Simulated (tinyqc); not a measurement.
Inside a calculation. Model: undoped symmetric double-gate MOSFET, analytic potential model.

Program tinyqc, `OMP_NUM_THREADS=1 python tinyqc.py 2440020 2440021 out.jsonl`; Intel Xeon 2.30GHz, shared host, one thread, about 0.01 s. Printed values are rounded.

An undoped body of thickness ts between two equal insulators and tied gates; long channel, electrons only, n = ni exp((psi - V)/Vt) with V the quasi-Fermi potential (0 at the source, Vd at the drain), constant mobility, no quantisation. Across the body psi(x) = V - 2 Vt ln[(ts/(2 beta)) sqrt(q ni/(2 eps0 eps_r Vt)) cos(2 beta x/ts)], x from the centre. Q is the electron charge per area of the whole body.

Parameters, values chosen for the exercise; material values close to those of silicon:
- T = 293 K (temperature)
- Eg = 1.11 eV (band gap)
- eps_r = 11.9 (relative permittivity of the semiconductor)
- Nc = 2.73e19 cm^-3 (conduction-band density of states at T)
- Nv = 2.6e19 cm^-3 (valence-band density of states at T)
- eox = 3.82 (relative permittivity of the gate insulator)
- tox = 3.7 nm (insulator thickness)
- ts = 25 nm (body thickness)
- dphi = -0.06 V (gate work function less that of the intrinsic body)
- mu = 270 cm^2/(V s) (channel mobility)
- L = 1 um (gate length)
- Vg = 0.46 V (gate voltage)
- Vd = 0.05 V (drain voltage)

Constants: q = 1.602176634e-19 C, kB = 1.380649e-23 J/K, Vt = kB T/q, eps0 = 8.8541878128e-14 F/cm where lengths are in cm. Results are converted to the units shown.

## Constants of the body

ni = sqrt(Nc Nv) exp(-Eg/(2 Vt)), Eg in volts; r = eps_r tox/(eox ts); V0 = dphi + 2 Vt ln[(2/ts) sqrt(2 eps0 eps_r Vt/(q ni))].

ni = 7.572347e9 cm^-3
r = 0.4610471
V0 = 0.3730199 V

## Iteration 1: beta at the source by Newton steps

beta at the start = 1

With V = 0: f = ln(beta) - ln(cos beta) + 2 r beta tan(beta) - (Vg - V0)/(2 Vt); f' = 1/beta + tan(beta) + 2 r [tan(beta) + beta/cos^2(beta)]; beta(new) = beta - f/f'.

f = 0.3292418
f' = 7.152136
beta after iteration 1 = 0.9539659

## Iteration 2: beta at the source by Newton steps

As before.

f = 0.01826053
f' = 6.387625
beta after iteration 2 = 0.9511072

## Course of the iteration: beta at the source by Newton steps

Stop when beta changes by less than 1e-11, or after 40 iterations. beta must stay between 0 and pi/2.

Course of the iteration:
```
iteration	beta	|change|
1	0.9539659	0.0460
2	0.9511072	2.86e-3
3	0.9510977	9.50e-6
4	0.9510977	1.04e-10
5	0.9510977	< 1e-14
```

Converged in 5 iterations. At the end the number of correct digits about doubles with each step.

## Charges and drain current

beta_s = 0.9510977
beta_d = 0.7642037

beta (between 0 and pi/2) solves (Vg - V0 - V)/(2 Vt) = ln(beta) - ln(cos beta) + 2 r beta tan(beta). Q = 8 eps0 eps_r Vt beta tan(beta)/ts; I = mu (1/L)(4 eps0 eps_r/ts)(2 Vt)^2 [g(beta_s) - g(beta_d)] per width, g = beta tan(beta) - beta^2/2 + r beta^2 tan^2(beta), with beta_s at V = 0 and beta_d at V = Vd.

Qs = 113.4868 nC/cm^2
Qd = 62.35634 nC/cm^2
g(beta_s) = 1.700134
g(beta_d) = 0.6878367
I = 1.174975 uA/um

The term r beta^2 tan^2(beta), which gives the square law, makes up 48.2 % of g at the source.

## Potential and electron density across the body at the source

x/ts, point 0 to 6: 0  0.1  0.2  0.3  0.4  0.45  0.5

psi(x) as above with V = 0 and beta = beta_s; n = ni exp(psi/Vt).

```
point	psi (V)	n (cm^-3)
0	0.4304880	1.922587e17
1	0.4314072	1.993866e17
2	0.4342341	2.230081e17
3	0.4391996	2.714757e17
4	0.4467808	3.665491e17
5	0.4518181	4.474833e17
6	0.4579267	5.699648e17
```

The density at the surface is 2.96 times that at the centre (1/cos^2 beta).
